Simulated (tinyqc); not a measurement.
Inside a calculation. Method: empirical pseudopotential in a few plane waves. One step of it, computed by the program tinyqc.

Question. Levels at G. Diagonalise the Hermitian matrix.

H(k) at G (eV):
```
                     +0+0+0               -1-1-1               -1-1+1               -1+1-1
+0+0+0             0.000000   1.943377+0.856240i  -1.943377+0.856240i  -1.943377+0.856240i
-1-1-1   1.943377-0.856240i            12.368870   0.000000-0.829947i   0.000000-0.829947i
-1-1+1  -1.943377-0.856240i   0.000000+0.829947i            12.368870             0.802736
-1+1-1  -1.943377-0.856240i   0.000000+0.829947i             0.802736            12.368870
-1+1+1  -1.943377+0.856240i            -0.802736   0.000000+0.829947i   0.000000+0.829947i
+1-1-1  -1.943377-0.856240i   0.000000+0.829947i             0.802736             0.802736
+1-1+1  -1.943377+0.856240i            -0.802736   0.000000+0.829947i             0.000000
+1+1-1  -1.943377+0.856240i            -0.802736             0.000000   0.000000+0.829947i
+1+1+1   1.943377+0.856240i             0.000000            -0.802736            -0.802736
-2+0+0   0.000000-0.829947i  -1.943377+0.856240i  -1.943377-0.856240i  -1.943377-0.856240i
+0-2+0   0.000000-0.829947i  -1.943377+0.856240i  -1.943377-0.856240i   0.365586-0.250138i
+0+0-2   0.000000-0.829947i  -1.943377+0.856240i   0.365586-0.250138i  -1.943377-0.856240i
+0+0+2   0.000000+0.829947i  -0.365586-0.250138i   1.943377+0.856240i  -0.365586+0.250138i
+0+2+0   0.000000+0.829947i  -0.365586-0.250138i  -0.365586+0.250138i   1.943377+0.856240i
+2+0+0   0.000000+0.829947i  -0.365586-0.250138i  -0.365586+0.250138i  -0.365586+0.250138i

                     -1+1+1               +1-1-1               +1-1+1               +1+1-1
+0+0+0  -1.943377-0.856240i  -1.943377+0.856240i  -1.943377-0.856240i  -1.943377-0.856240i
-1-1-1            -0.802736   0.000000-0.829947i            -0.802736            -0.802736
-1-1+1   0.000000-0.829947i             0.802736   0.000000-0.829947i             0.000000
-1+1-1   0.000000-0.829947i             0.802736             0.000000   0.000000-0.829947i
-1+1+1            12.368870             0.000000             0.802736             0.802736
+1-1-1             0.000000            12.368870   0.000000-0.829947i   0.000000-0.829947i
+1-1+1             0.802736   0.000000+0.829947i            12.368870             0.802736
+1+1-1             0.802736   0.000000+0.829947i             0.802736            12.368870
+1+1+1   0.000000+0.829947i            -0.802736   0.000000+0.829947i   0.000000+0.829947i
-2+0+0   1.943377-0.856240i   0.365586-0.250138i  -0.365586-0.250138i  -0.365586-0.250138i
+0-2+0  -0.365586-0.250138i  -1.943377-0.856240i   1.943377-0.856240i  -0.365586-0.250138i
+0+0-2  -0.365586-0.250138i  -1.943377-0.856240i  -0.365586-0.250138i   1.943377-0.856240i
+0+0+2  -1.943377+0.856240i  -0.365586+0.250138i  -1.943377+0.856240i   0.365586+0.250138i
+0+2+0  -1.943377+0.856240i  -0.365586+0.250138i   0.365586+0.250138i  -1.943377+0.856240i
+2+0+0   0.365586+0.250138i   1.943377+0.856240i  -1.943377+0.856240i  -1.943377+0.856240i

                     +1+1+1               -2+0+0               +0-2+0               +0+0-2
+0+0+0   1.943377-0.856240i   0.000000+0.829947i   0.000000+0.829947i   0.000000+0.829947i
-1-1-1             0.000000  -1.943377-0.856240i  -1.943377-0.856240i  -1.943377-0.856240i
-1-1+1            -0.802736  -1.943377+0.856240i  -1.943377+0.856240i   0.365586+0.250138i
-1+1-1            -0.802736  -1.943377+0.856240i   0.365586+0.250138i  -1.943377+0.856240i
-1+1+1   0.000000-0.829947i   1.943377+0.856240i  -0.365586+0.250138i  -0.365586+0.250138i
+1-1-1            -0.802736   0.365586+0.250138i  -1.943377+0.856240i  -1.943377+0.856240i
+1-1+1   0.000000-0.829947i  -0.365586+0.250138i   1.943377+0.856240i  -0.365586+0.250138i
+1+1-1   0.000000-0.829947i  -0.365586+0.250138i  -0.365586+0.250138i   1.943377+0.856240i
+1+1+1            12.368870  -0.365586-0.250138i  -0.365586-0.250138i  -0.365586-0.250138i
-2+0+0  -0.365586+0.250138i            16.491827             0.802736             0.802736
+0-2+0  -0.365586+0.250138i             0.802736            16.491827             0.802736
+0+0-2  -0.365586+0.250138i             0.802736             0.802736            16.491827
+0+0+2  -1.943377-0.856240i            -0.802736            -0.802736             0.000000
+0+2+0  -1.943377-0.856240i            -0.802736             0.000000            -0.802736
+2+0+0  -1.943377-0.856240i             0.000000            -0.802736            -0.802736

                     +0+0+2               +0+2+0               +2+0+0
+0+0+0   0.000000-0.829947i   0.000000-0.829947i   0.000000-0.829947i
-1-1-1  -0.365586+0.250138i  -0.365586+0.250138i  -0.365586+0.250138i
-1-1+1   1.943377-0.856240i  -0.365586-0.250138i  -0.365586-0.250138i
-1+1-1  -0.365586-0.250138i   1.943377-0.856240i  -0.365586-0.250138i
-1+1+1  -1.943377-0.856240i  -1.943377-0.856240i   0.365586-0.250138i
+1-1-1  -0.365586-0.250138i  -0.365586-0.250138i   1.943377-0.856240i
+1-1+1  -1.943377-0.856240i   0.365586-0.250138i  -1.943377-0.856240i
+1+1-1   0.365586-0.250138i  -1.943377-0.856240i  -1.943377-0.856240i
+1+1+1  -1.943377+0.856240i  -1.943377+0.856240i  -1.943377+0.856240i
-2+0+0            -0.802736            -0.802736             0.000000
+0-2+0            -0.802736             0.000000            -0.802736
+0+0-2             0.000000            -0.802736            -0.802736
+0+0+2            16.491827             0.802736             0.802736
+0+2+0             0.802736            16.491827             0.802736
+2+0+0             0.802736             0.802736            16.491827
```

Give: eigenvalues.

Answer.

eigenvalues (eV): [-3.1780, 8.2518, 8.2518, 8.2518, 11.0528, 12.0602, 12.0602, 12.0602, 14.8864, 14.8864, 17.6607, 19.3121, 19.3121, 19.3121, 23.7214]
